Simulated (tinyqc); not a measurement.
Gated two-dimensional channel with two bands, quantum capacitance: two steps of the calculation.

phi is the Fermi level above the lowest band edge, in volts; Vg is counted from the gate voltage at which an empty channel would have phi = 0. The channel has no thickness; trap charge is -q Dit phi.

Values chosen for this exercise; lowest band close to that of monolayer MoS2: temperature T = 300 K; in-plane mass md = 0.517 m0; valley degeneracy gv = 2; in-plane mass of a second band, chosen freely m2 = 0.98 m0; valley degeneracy of that band, chosen freely g2 = 4; second band edge above the first E2 = 0.36 eV; density of traps Dit = 3.2e12 cm^-2 eV^-1; gate voltage Vg = 1.02 V.

Constants: q = 1.602176634e-19 C, kB = 1.380649e-23 J/K, hbar = 1.054571817e-34 J s, m0 = 9.1093837015e-31 kg, Vt = kB T/q. Results are converted to the units shown.

Question 1. New phi. D1 = gv md m0 q/(pi hbar^2), D2 = g2 m2 m0 q/(pi hbar^2) per eV; n1 = D1 Vt ln(1 + exp(phi/Vt)), n2 = D2 Vt ln(1 + exp((phi - E2)/Vt)), n = n1 + n2; Cq = q dn/dphi = q [D1/(1 + exp(-phi/Vt)) + D2/(1 + exp((E2 - phi)/Vt))]. Newton: f = phi + q (n + Dit phi)/Cox - Vg, phi(new) = phi - f/(1 + (Cq + q Dit)/Cox).

phi after iteration 1 = 0.29025812 V
Cox = 2.6562563 uF/cm^2

Find: n1; n2; Cq; f; phi after iteration 2.

Answer 1.

n1 = 1.2537e14 cm^-2
n2 = 2.7595e12 cm^-2
Cq = 85.759 uF/cm^2
f = 7.0548 V
phi after iteration 2 = 0.079532 V

Question 2. Charge and capacitances at the solution. 1/C_G = 1/Cox + 1/(Cq + q Dit); dphi/dVg = Cox/(Cox + Cq + q Dit).

converged phi = 0.030901114 V
Cox = 2.6562563 uF/cm^2

Give: n; Cq; C_G; dphi/dVg.

Answer 2.

n = 1.630e13 cm^-2
Cq = 53.13 uF/cm^2
C_G = 2.531 uF/cm^2
dphi/dVg = 0.04718

C_G is 95.3 % of Cox; 3.03 % of the gate voltage has gone into phi.

Computed by the program tinyqc: `OMP_NUM_THREADS=1 python tinyqc.py 2200040 2200041 out.jsonl`, one thread of a shared Intel Xeon 2.30GHz, about 0.01 s for the whole run.
